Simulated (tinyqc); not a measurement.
# MOS structure on a p-type body, non-linear Poisson equation by Newton steps: two studies

One dimension, insulator interface at x = 0, acceptor density Na, uniform, net doping C = -(acceptor density). psi is counted from the intrinsic level: n = ni exp((psi - Vb)/Vt), p = ni exp(-psi/Vt); deep in the body psi_b = -Vt ln(Na/ni). The gate acts through Cox = eps0 eox/tox and has the potential psi_G = Vg - (phiM - chi - Vt ln(Nc/ni)). Boltzmann statistics, full ionisation, classical densities, no oxide or interface charge.

Values chosen for this exercise; band and dielectric values close to those of silicon:
- T = 350 K (temperature)
- Eg = 1.1 eV (band gap)
- eps_r = 11.8 (relative permittivity)
- Nc = 3.55e19 cm^-3 (conduction-band density of states at T)
- Nv = 3.39e19 cm^-3 (valence-band density of states at T)
- chi = 4.12 eV (electron affinity)
- Na = 5.9e15 cm^-3 (acceptor density deep in the body)
- eox = 3.9 (relative permittivity of the gate insulator (close to silicon dioxide))
- tox = 1.6 nm (insulator thickness)
- phiM = 4.68 eV (gate work function)
- Vb = 0 V (electron quasi-Fermi potential against the body)

Constants: q = 1.602176634e-19 C, kB = 1.380649e-23 J/K, Vt = kB T/q, eps0 = 8.8541878128e-14 F/cm where lengths are in cm. Results are converted to the units shown.

Each table varies one quantity; the others keep the values above.

## Charge and capacitance against gate voltage

ni = sqrt(Nc Nv) exp(-Eg/(2 Vt)), Eg in volts. The Poisson equation d/dx(eps0 eps_r dpsi/dx) = -q (p - n + C), with eps0 eps_r dpsi/dx = -Cox (psi_G - psi_0) at x = 0, is solved on a mesh of about 600 nodes or more. N_inv is the integral of n less its value deep in the body. C_LF = Cox (1 - dpsi_0/dVg) with all carriers following; C_HF is the same with the electron quasi-Fermi level shifting uniformly so that N_inv stays fixed. The centroid is that of the same excess.

Charge and capacitance against gate voltage:
```
Vg (V)  psi_0 - psi_b (V)  N_inv (cm^-2)  C_LF/Cox  C_HF/Cox  centroid (nm)
0.25                0.515         7.97e8    0.0164    0.0146           10.9
0.44                0.690        1.67e11     0.245    0.0129           7.86
0.64                0.791        1.49e12     0.675    0.0129           3.93
0.84                0.839        3.54e12     0.822    0.0129           2.45
1.04                0.868        5.84e12     0.882    0.0129           1.79
1.24                0.888        8.26e12     0.913    0.0129           1.42
1.43                0.903        1.06e13     0.930    0.0129           1.19
```

What does the comparison show?

N_inv goes from 7.97e8 to 1.06e13 cm^-2 and passes 2e11 cm^-2 at Vg = 0.450 V. C_LF/Cox is lowest, 0.0164, at Vg = 0.25 V among the rows listed and ends at 0.930, while C_HF/Cox ends at 0.0129. Between the last two rows q dN_inv/dVg is 0.922 Cox. Where the classical centroid is under about 2 nm, confinement would move the charge away from the interface and raise the threshold. Above about 2e12 cm^-2 degeneracy matters too.

## Effect of the insulator thickness on threshold, swing and body effect

VT is the Vg at which N_inv = 2e11 cm^-2. m = 1/(dpsi_0/dVg) at N_inv = 1e8 cm^-2; the swing is the Vg between N_inv = 1e8 and 1e9 cm^-2; body coefficient [VT(Vb + 0.05 V) - VT(Vb)]/0.05 V - 1.

The same in every row: psi_0 - psi_b at VT (V) = 0.697.

Effect of the insulator thickness on threshold, swing and body effect:
```
tox (nm)  VT (V)    m - 1  swing (mV/decade)  body coefficient
0.4        0.426  0.00403               72.4            0.0199
0.59       0.430  0.00595               72.5            0.0215
0.86       0.435  0.00867               72.7            0.0237
1.3        0.444   0.0131               73.1            0.0272
1.9        0.456   0.0192               73.5            0.0321
2.7        0.471   0.0272               74.1            0.0386
4          0.497   0.0403               75.0            0.0492
```

Read the table: what changes, and by how much?

As tox goes from 0.4 to 4, VT rises from 0.426 to 0.497 V, the swing rises from 72.4 to 75.0 mV/decade and the body coefficient rises from 0.0199 to 0.0492. The swing stays within 3.8 % of m Vt ln 10, and the body coefficient within 0.016 of m - 1.

Computed by the program tinyqc: `OMP_NUM_THREADS=1 python tinyqc.py 2080097 2080098 out.jsonl`, one thread of a shared Intel Xeon 2.30GHz, about 0.3 s for the whole run.
